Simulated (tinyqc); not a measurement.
## Threshold-voltage variability of a planar MOSFET, analytic estimates: a gate of 8 grains

Three independent sources add in quadrature: random dopants in the depleted layer, metal-gate grains of two orientations, and roughness of the two gate edges acting through the roll-off VT = VT(long) - Vr exp(-L/l). These are first-order estimates: no three-dimensional electrostatics, no percolation.

Each of 8 equal grains has the higher work function with probability p; the threshold shift is dW (j/8 - p) for j such grains, and the off current changes by exp(-shift/(n Vt)).

Inputs (values chosen for the exercise); material values close to those of silicon:
```
symbol,value,unit,meaning
T,325,K,temperature
dW,0.3,eV,work-function difference of the two grain orientations
p,0.5,,share of the orientation of higher work function
n,1.46,,subthreshold factor
```

Constants: q = 1.602176634e-19 C, kB = 1.380649e-23 J/K, Vt = kB T/q. Results are converted to the units shown.

Distribution:
```
j  probability  shift (mV)  Ioff factor  probability x factor
0     0.003906      -150.0        39.19                0.1531
1      0.03125      -112.5        15.66                0.4895
2       0.1094       -75.0        6.260                0.6847
3       0.2188       -37.5        2.502                0.5473
4       0.2734         0.0        1.000                0.2734
5       0.2188        37.5       0.3997               0.08743
6       0.1094        75.0       0.1597               0.01747
7      0.03125       112.5      0.06384              0.001995
8     0.003906       150.0      0.02552              9.967e-5
```

What do the numbers show?

The standard deviation is dW sqrt(p (1 - p)/8) = 53.0 mV. The mean off current is 2.26 times the nominal one; the log-normal formula exp(s^2/(2 (n Vt)^2)) gives 2.32. Devices with j = 2, 11 % of all, carry 30 % of the mean leakage.

tinyqc, about 0.01 s, one thread, Intel Xeon 2.30GHz (shared host): `OMP_NUM_THREADS=1 python tinyqc.py 2090059 2090060 out.jsonl`
